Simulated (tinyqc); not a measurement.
Hueckel theory of the pi electrons, for the molecule Fc1ccc2cccccc1-2 (SMILES; centres numbered as the heavy atoms are written), step by step. One step of it, computed by the program tinyqc.

Problem. Energy, charges, bond orders. E = sum n x; q_r = z_r - P_rr; bond order p = P_rs; free valence = sqrt(3) - sum of p over the bonds of the atom.

x values: [3.203427, 2.258316, 1.629850, 1.342440, 0.873605, 0.420447, -0.400966, -0.749405, -1.599451, -1.875917, -2.102345]

occupations: [2.000000, 2.000000, 2.000000, 2.000000, 2.000000, 2.000000, 0.000000, 0.000000, 0.000000, 0.000000, 0.000000]

charge and bond-order matrix P:
```
            1F         2C         3C         4C         5C         6C         7C         8C
1F    1.978730   0.134865  -0.099995   0.023829   0.037762   0.016198  -0.038873  -0.000553
2C    0.134865   1.133711   0.655256  -0.191028  -0.228831  -0.071006   0.188948   0.014406
3C   -0.099995   0.655256   1.068222   0.647363  -0.086361  -0.220507   0.028841   0.176748
4C    0.023829  -0.191028   0.647363   1.172889   0.600145   0.013486  -0.232708   0.018331
5C    0.037762  -0.228831  -0.086361   0.600145   1.035118   0.587944   0.002976  -0.216582
6C    0.016198  -0.071006  -0.220507   0.013486   0.587944   0.855322   0.662300   0.142366
7C   -0.038873   0.188948   0.028841  -0.232708   0.002976   0.662300   0.994712   0.638675
8C   -0.000553   0.014406   0.176748   0.018331  -0.216582   0.142366   0.638675   0.869767
9C    0.047299  -0.229793   0.003896   0.192873  -0.059485  -0.240207   0.017421   0.639038
10C  -0.018405   0.022274  -0.213668  -0.073921   0.168923  -0.184430  -0.239844   0.143621
11C  -0.086923   0.592845  -0.055543  -0.237618   0.390739   0.169286  -0.058230  -0.217206

            9C        10C        11C
1F    0.047299  -0.018405  -0.086923
2C   -0.229793   0.022274   0.592845
3C    0.003896  -0.213668  -0.055543
4C    0.192873  -0.073921  -0.237618
5C   -0.059485   0.168923   0.390739
6C   -0.240207  -0.184430   0.169286
7C    0.017421  -0.239844  -0.058230
8C    0.639038   0.143621  -0.217206
9C    0.995966   0.661676  -0.000325
10C   0.661676   0.852021   0.589603
11C  -0.000325   0.589603   1.043542
```

Centres:
```
centre  z_r, pi electrons of the neutral centre         h
1F                                            2  3.000000
2C                                            1  0.000000
3C                                            1  0.000000
4C                                            1  0.000000
5C                                            1  0.000000
6C                                            1  0.000000
7C                                            1  0.000000
8C                                            1  0.000000
9C                                            1  0.000000
10C                                           1  0.000000
11C                                           1  0.000000
```

Bonds:
```
i    j         k
1    2  0.700000
2    3         1
3    4         1
4    5         1
5    6         1
6    7         1
7    8         1
8    9         1
9   10         1
10  11         1
11   2         1
11   5         1
```

Give: pi energy = 12 alpha + this times beta; pi charges; Bond orders and lengths from R = 1.517 - 0.180 p; free valence of the carbons; gap between the highest filled and the next level.

Solution.

pi energy = 12 alpha + this times beta = 19.4562

pi charges: 1F 0.0213, 2C -0.1337, 3C -0.0682, 4C -0.1729, 5C -0.0351, 6C 0.1447, 7C 0.0053, 8C 0.1302, 9C 0.0040, 10C 0.1480, 11C -0.0435

Bond orders and lengths from R = 1.517 - 0.180 p (angstrom, C-C alone):
```
bond        p       R
1-2    0.1349       -
2-3    0.6553  1.3991
3-4    0.6474  1.4005
4-5    0.6001  1.4090
5-6    0.5879  1.4112
6-7    0.6623  1.3978
7-8    0.6387  1.4020
8-9    0.6390  1.4020
9-10   0.6617  1.3979
10-11  0.5896  1.4109
11-2   0.5928  1.4103
11-5   0.3907  1.4467
```

free valence of the carbons: 2C 0.3491, 3C 0.4294, 4C 0.4845, 5C 0.1532, 6C 0.4818, 7C 0.4311, 8C 0.4543, 9C 0.4313, 10C 0.4808, 11C 0.1589

gap between the highest filled and the next level = 0.8214 |beta|
